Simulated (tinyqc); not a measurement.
Jacobi rotations on a symmetric matrix, step by step. Computed by tinyqc, a small Python program that keeps every step. Settings: method = jacobi. Command: `OMP_NUM_THREADS=1 python tinyqc.py 21429 21430 out.jsonl` (the two numbers bound the seeds that draw the settings). One thread of a shared host (Intel(R) Xeon(R) Processor @ 2.60GHz), about 0.01 s of CPU time with the checks.

## Jacobi rotation 1

A:
```
           1          2          3          4          5          6
1   1.347000   0.195000   0.179000   0.486000  -0.074000  -0.213000
2   0.195000   2.211000   0.173000  -0.148000   0.360000   0.074000
3   0.179000   0.173000   2.772000   0.257000  -0.051000  -0.172000
4   0.486000  -0.148000   0.257000   4.699000   0.077000  -0.026000
5  -0.074000   0.360000  -0.051000   0.077000   5.197000  -0.329000
6  -0.213000   0.074000  -0.172000  -0.026000  -0.329000   5.827000
```

Take the largest off-diagonal element A_pq; tan 2 theta = 2 A_pq / (A_qq - A_pp) with |theta| <= pi/4; A' = J^T A J with J_pp = J_qq = cos, J_pq = sin, J_qp = -sin.

p, q, theta (rad): 1.000000  4.000000  0.141118

A':
```
           1          2          3          4          5          6
1   1.277958   0.213878   0.141074   0.000000  -0.084094  -0.207226
2   0.213878   2.211000   0.173000  -0.119102   0.360000   0.074000
3   0.141074   0.173000   2.772000   0.279622  -0.051000  -0.172000
4   0.000000  -0.119102   0.279622   4.768042   0.065826  -0.055700
5  -0.084094   0.360000  -0.051000   0.065826   5.197000  -0.329000
6  -0.207226   0.074000  -0.172000  -0.055700  -0.329000   5.827000
```

## Jacobi rotation 2

As before.

p, q, theta (rad): 2.000000  5.000000  0.118304

A':
```
           1          2          3          4          5          6
1   1.277958   0.222308   0.141074   0.000000  -0.058263  -0.207226
2   0.222308   2.168211   0.177810  -0.126039   0.000000   0.112314
3   0.141074   0.177810   2.772000   0.279622  -0.030225  -0.172000
4   0.000000  -0.126039   0.279622   4.768042   0.051309  -0.055700
5  -0.058263   0.000000  -0.030225   0.051309   5.239789  -0.317966
6  -0.207226   0.112314  -0.172000  -0.055700  -0.317966   5.827000
```

## All rotations

The off-diagonal norm falls at every rotation.

Rotations:
```
step    p    q      theta  off-diagonal norm
1       1    4   0.141118           1.02e+00
2       2    5   0.118304           8.85e-01
3       5    6  -0.412605           7.62e-01
4       3    4   0.136586           6.51e-01
5       1    2   0.231595           5.70e-01
6       2    3   0.354769           4.78e-01
7       1    6  -0.039080           3.99e-01
8       1    5  -0.036781           3.44e-01
9       3    6  -0.034061           3.08e-01
10      2    6   0.027550           2.70e-01
11      4    6  -0.079027           2.35e-01
...   ...  ...        ...                ...
31      2    6  -3.46e-06           2.24e-05
32      2    5   3.20e-06           1.79e-05
33      1    2   0.000010           1.29e-05
34      4    5   0.000022           8.84e-06
35      5    6   0.000005           5.85e-06
36      3    4  -2.07e-06           5.40e-07
37      1    6   7.98e-08           2.68e-08
38      2    3   2.11e-08           1.76e-08
39      1    5  -3.07e-09           4.73e-09
40      4    6   2.04e-09           3.28e-09
41      3    6   7.24e-10           3.87e-10
```

eigenvalues: 1.208026  2.133327  2.811153  4.802432  5.110507  5.987556
